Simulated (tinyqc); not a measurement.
Metal-interlayer-semiconductor contact, depinning against tunnelling resistance: one step of the calculation.

Zero bias, n-type semiconductor. Gap states at the semiconductor surface thin out as exp(-be ti), which unpins the barrier; electrons must then cross the interlayer (a rectangular barrier, no voltage drop across it) and the parabolic depleted layer, both by WKB. Energies E are counted from the Fermi level; no image force, parabolic bands.

Question. Exponents and integrand on an energy grid. With U = phiB - xi: for xi < E < phiB, y = (E - xi)/U and G1 = (U/E00) [sqrt(1 - y) - y ln((1 + sqrt(1 - y))/sqrt(y))], G1 = 0 above phiB; G2 = 2 ti sqrt(mi max(phiB + dE - E, 0)/C), C = hbar^2/(2 m0); f = 1/(1 + exp(E/Vt)); integrand exp(-G1 - G2) f.

Inputs (values chosen for the exercise); semiconductor values close to those of 4H silicon carbide; interlayer mass of the order of that in zinc oxide, offset chosen freely:
```
symbol,value,unit,meaning
T,300,K,temperature
ti,0.3,nm,interlayer thickness
dE,0.05,eV,conduction-band offset of the interlayer above the semiconductor
mi,0.3,m0,tunnelling mass in the interlayer
```

Constants: q = 1.602176634e-19 C, kB = 1.380649e-23 J/K, hbar = 1.054571817e-34 J s, m0 = 9.1093837015e-31 kg, Vt = kB T/q, hbar^2/(2 m0) = 0.0380998212 eV nm^2. Results are converted to the units shown.

E, point 0 to 13 (eV): [0.06, 0.09308, 0.12615, 0.15923, 0.19231, 0.22538, 0.25846, 0.29154, 0.32462, 0.35769, 0.39077, 0.42385, 0.45692, 0.49]
phiB = 0.40903717 eV
xi = 0.054251454 eV
E00 = 0.018403090 eV

Find: G1; G2; f; integrand.

Answer.

```
point     G1     G2         f  integrand (1e-7)
0      18.26  1.064   0.08941             0.004
1      14.46  1.019   0.02658             0.051
2      11.60  0.971  0.007542             0.261
3       9.23  0.922  0.002109             0.824
4       7.20  0.870  5.876e-4             1.848
5       5.44  0.814  1.636e-4             3.144
6       3.93  0.754  4.550e-5             4.213
7       2.64  0.689  1.266e-5             4.534
8       1.57  0.617  3.521e-6             3.947
9       0.73  0.536  9.797e-7             2.764
10      0.15  0.440  2.725e-7             1.508
11      0.00  0.316  7.579e-8             0.553
12      0.00  0.077  2.109e-8             0.195
13      0.00  0.000  5.866e-9             0.059
```

Numbers from tinyqc (`OMP_NUM_THREADS=1 python tinyqc.py 2270127 2270128 out.jsonl`; about 0.04 s on one thread of a shared Intel Xeon 2.30GHz).
